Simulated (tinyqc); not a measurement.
Defect, radiative and Auger recombination at equal electron and hole densities (ABC model), step by step. Values are carried at full precision from step to step, so a last printed digit may differ when a step is redone from the rounded ones.

J/(e d) = Ae n + B n^2 + C n^3 with Ae = A + 4 S/w (four side walls, carriers spread evenly), e = 1.602176634e-19 C, lengths in cm; internal efficiency IQE = B n^2/(Ae n + B n^2 + C n^3); all injected carriers recombine in the layer.

Parameters, chosen for this exercise (orders of magnitude like those quoted for InP; shifted at random, so the results belong to these values and not to a real crystal):
```
symbol  value     unit        meaning
A       22000000  1/s         defect rate
B       1.4e-10   cm^3/s      radiative coefficient
C       4.9e-31   cm^6/s      Auger coefficient
S       540       cm/s        recombination velocity of the side walls
w       94        micrometre  side of the square mesa
d       69        nm          active thickness
J       26000     A/cm^2      current density
ex      0.1                   extraction efficiency
Eph     1.37      eV          photon energy
```

## The efficiency peak

IQE peaks at n_p = sqrt(Ae/C); with Q = B/sqrt(Ae C), IQE_max = Q/(Q + 2).

Ae = 2.223e+07 1/s
n_p = 6.735e+18 1/cm^3
Q = 42.42
IQE_max = 0.955
J at the peak = 7.35e+03 A/cm^2

The side walls supply 1 % of Ae.

## Carrier density at the given current

G = J/(e d). Newton steps from the smallest of G/Ae, sqrt(G/B) and (G/C)^(1/3); stop when the relative step is below 1e-9.

G = 2.352e+28 1/(cm^3 s)

Newton steps:
```
step  n (1/cm^3)   rate/G  relative step
1     1.2961e+19  1.05761         -0.027
2     1.2614e+19  1.00082       -0.00040
3     1.2608e+19  1.00000       -8.5e-08
4     1.2608e+19  1.00000       -3.9e-15
```

n = 1.261e+19 1/cm^3

The start is an upper bound and the function is convex, so the steps fall monotonically; 4 are needed.

## Shares, lifetimes and light

Shares of the three paths; lifetime n/G = 1/(Ae + B n + C n^2); differential lifetime 1/(Ae + 2 B n + 3 C n^2) and bandwidth 1/(2 pi tau_d); optical power density ex IQE J Eph/e.

shares: defect 0.0119, radiative 0.9463, Auger 0.0418

lifetime = 0.536 ns
differential lifetime = 0.264 ns
bandwidth = 603 MHz
optical power density = 3.37e+03 W/cm^2

The radiative path is the largest; the device runs above its efficiency peak, where the defect and Auger shares are equal. At this density the bands are degenerate: B saturates and stimulated emission, left out, would clamp n in a laser cavity.

## Checks

- Density from Newton steps against bisection (1/cm^3): both 1.2608e+19.

Program tinyqc; command `OMP_NUM_THREADS=1 python tinyqc.py 1652410 1652411 out.jsonl`; about 0.01 s on one thread of a shared Intel(R) Xeon(R) Processor @ 2.30GHz.
